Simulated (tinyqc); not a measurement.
# Undoped symmetric double-gate MOSFET, analytic potential model: what changes with what

An undoped body of thickness ts between two equal insulators and tied gates; long channel, electrons only, n = ni exp((psi - V)/Vt) with V the quasi-Fermi potential (0 at the source, Vd at the drain), constant mobility, no quantisation. Across the body psi(x) = V - 2 Vt ln[(ts/(2 beta)) sqrt(q ni/(2 eps0 eps_r Vt)) cos(2 beta x/ts)], x from the centre. Q is the electron charge per area of the whole body.

Parameters, values chosen for the exercise; material values close to those of silicon:
- T = 400 K (temperature)
- Eg = 1.14 eV (band gap)
- eps_r = 11.8 (relative permittivity of the semiconductor)
- Nc = 4.3e19 cm^-3 (conduction-band density of states at T)
- Nv = 4.13e19 cm^-3 (valence-band density of states at T)
- eox = 22.6 (relative permittivity of the gate insulator)
- tox = 3.9 nm (insulator thickness)
- ts = 20 nm (body thickness)
- dphi = 0.14 V (gate work function less that of the intrinsic body)
- mu = 140 cm^2/(V s) (channel mobility)
- L = 0.2 um (gate length)
- Vd = 0.5 V (drain voltage)

Constants: q = 1.602176634e-19 C, kB = 1.380649e-23 J/K, Vt = kB T/q, eps0 = 8.8541878128e-14 F/cm where lengths are in cm. Results are converted to the units shown.

Each table varies one quantity; the others keep the values above.

## Effect of the gate work function less that of the intrinsic body

ni = sqrt(Nc Nv) exp(-Eg/(2 Vt)), Eg in volts; r = eps_r tox/(eox ts); V0 = dphi + 2 Vt ln[(2/ts) sqrt(2 eps0 eps_r Vt/(q ni))]. beta (between 0 and pi/2) solves (Vg - V0 - V)/(2 Vt) = ln(beta) - ln(cos beta) + 2 r beta tan(beta). Q = 8 eps0 eps_r Vt beta tan(beta)/ts; I = mu (1/L)(4 eps0 eps_r/ts)(2 Vt)^2 [g(beta_s) - g(beta_d)] per width, g = beta tan(beta) - beta^2/2 + r beta^2 tan^2(beta), with beta_s at V = 0 and beta_d at V = Vd.  I(low) is taken at Vg = 0.3 V, Qs and I(high) at Vg = 1.05 V.

Results:
```
dphi (V),V0 (V),I(low) (nA/um),Qs(high) (nC/cm^2),I(high) (uA/um)
-0.01,0.40349,168.27,4240.6,779.71
0.04,0.45349,40.222,3804.2,653.94
0.14,0.55349,2.2236,2955.8,430.50
0.19,0.60349,0.52144,2547.3,335.89
0.24,0.65349,0.12225,2152.4,254.18
0.29,0.70349,0.028661,1774.5,185.65
```

Estimate the missing row, dphi = 0.09 V.

Computed row:
```
dphi (V),V0 (V),I(low) (nA/um),Qs(high) (nC/cm^2),I(high) (uA/um)
0.09,0.50349,9.4743,3375.4,537.01
```

With this row back in the table: As dphi goes from -0.01 to 0.29 V, I(low) falls from 168 to 0.0287 nA/um and I(high) falls from 780 to 186 uA/um. V0 rises from 0.403 to 0.703 V. In every row the surface density at the source at the higher gate voltage passes 0.3 Nc, where Boltzmann statistics fail. For dphi = -0.01 to 0.19 V mu V/L at the higher gate voltage, with V the smaller of Vd and Vg - V0, passes 3e6 cm/s, so velocity saturation would lower the current.

## Effect of the insulator thickness

Same model as above.

The same in every row: V0 (V) = 0.5535.

Result of one run:
```
tox (nm),I(low) (nA/um),Qs(high) (nC/cm^2),I(high) (uA/um)
12,2.223,1171,191.5
```

What becomes of these results when the insulator thickness tox is changed from 12 to 1.3 nm, all else the same?

Result of the changed run:
```
tox (nm),I(low) (nA/um),Qs(high) (nC/cm^2),I(high) (uA/um)
1.3,2.224,7032,890.9
```

The whole series:
```
tox (nm),I(low) (nA/um),Qs(high) (nC/cm^2),I(high) (uA/um)
1.3,2.224,7032,890.9
1.9,2.224,5239,698.3
2.7,2.224,3969,553.2
3.9,2.224,2956,430.5
5.6,2.223,2202,334.1
8.1,2.223,1625,256.1
12,2.223,1171,191.5
```

As tox goes from 1.3 to 12 nm, I(low) stays near 2.22 nA/um and I(high) falls from 891 to 192 uA/um. On average I(low) is independent of tox and I(high) goes as tox^(-0.69). Below threshold no voltage drops over the insulator in this long-channel model, so its thickness does not matter there. In every row the surface density at the source at the higher gate voltage passes 0.3 Nc, where Boltzmann statistics fail. In every row mu V/L at the higher gate voltage, with V the smaller of Vd and Vg - V0, passes 3e6 cm/s, so velocity saturation would lower the current.

Program tinyqc, `OMP_NUM_THREADS=1 python tinyqc.py 2440117 2440118 out.jsonl`; Intel Xeon 2.30GHz, shared host, one thread, about 0.03 s.
